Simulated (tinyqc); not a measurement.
Round nanowire with a gate all round, subbands and threshold shift from confinement: one step of the calculation.

Undoped body with a flat potential across it, hard walls, transport along x. One isotropic valley (g = 1, mx = my = mz = me). Non-parabolicity enters the subband edges through E (1 + al E) = gamma, so E = 2 gamma/(1 + sqrt(1 + 4 al gamma)); motion within a subband is taken as parabolic with the band-edge mass. Energies are counted from the bulk band edge.

Problem. Threshold shift. Each subband has N_k = g sqrt(2 mx m0 kB T/(pi hbar^2)); without degeneracy n = exp(EF/Vt) sum N_k exp(-E_k/Vt). Classical value Nc times pi t^2/4, Nc = sum over valleys of 2 g (m m0 kB T/(2 pi hbar^2))^1.5 with m = (mx my mz)^(1/3). Threshold shift dVT = Vt ln(classical value/sum N_k exp(-E_k/Vt)). Use the subbands listed.

Values chosen for this exercise; masses close to those of InAs:
- T = 400 K (temperature)
- me = 0.0225 m0 (mass at the band edge)
- t = 8 nm (diameter)

Constants: q = 1.602176634e-19 C, kB = 1.380649e-23 J/K, hbar = 1.054571817e-34 J s, m0 = 9.1093837015e-31 kg, Vt = kB T/q. Results are converted to the units shown.

| subband | E_k (eV) | N_k (cm^-1) |
|---|---|---|
| 0,1 | 0.30446398 | 8.0495443e5 |
| 1,1 | 0.55497393 | 1.6099089e6 |
| 2,1 | 0.78904133 | 1.6099089e6 |
| 0,2 | 0.85848399 | 8.0495443e5 |
| 3,1 | 1.0142689 | 1.6099089e6 |

Find: shares; sum N_k exp(-E_k/Vt); Nc; classical value; dVT.

Solution.

shares, subband 0,1 to 3,1 (%): [99.86, 0.14, 0.00, 0.00, 0.00]
sum N_k exp(-E_k/Vt) = 117.6 cm^-1
Nc = 1.304e17 cm^-3
classical value = 6.554e4 cm^-1
dVT = 218.0 mV

Range of the model: Non-parabolicity also makes carriers heavier within each subband, which is left out, so densities of states are understated at high energy.

tinyqc, about 0.1 s, one thread, Intel Xeon 2.30GHz (shared host): `OMP_NUM_THREADS=1 python tinyqc.py 2350166 2350167 out.jsonl`
